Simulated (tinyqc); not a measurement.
Donor in an ellipsoidal valley (Kohn-Luttinger variational method): one step, computed by the program tinyqc. Command: `OMP_NUM_THREADS=1 python tinyqc.py 3028817 3028818 out.jsonl kohnlutt walk`. One thread of a shared host (Intel(R) Xeon(R) Processor @ 2.30GHz), about 0.06 s of CPU time with the checks.

H = -(d^2/dx^2 + d^2/dy^2) - gamma d^2/dz^2 - 2/r in units built on m_t, with gamma = m_t/m_l and z along the valley axis. One valley; no valley-orbit or central-cell term.

Task: Effective units. Ry* = Ry m_t/eps^2, a* = a_0 eps/m_t, gamma = m_t/m_l.

Inputs (values chosen for the exercise, modelled on silicon): transverse mass m_t = 0.192 m_0; longitudinal mass m_l = 0.932 m_0; dielectric constant eps = 11.3.

Constants: Ry = 13.605693123 eV; a_0 = 0.529177210903 angstrom.

Give: Ry*; a*; gamma.

Result:

Ry* = 20.46 meV

a* = 31.14 angstrom

gamma = 0.2060
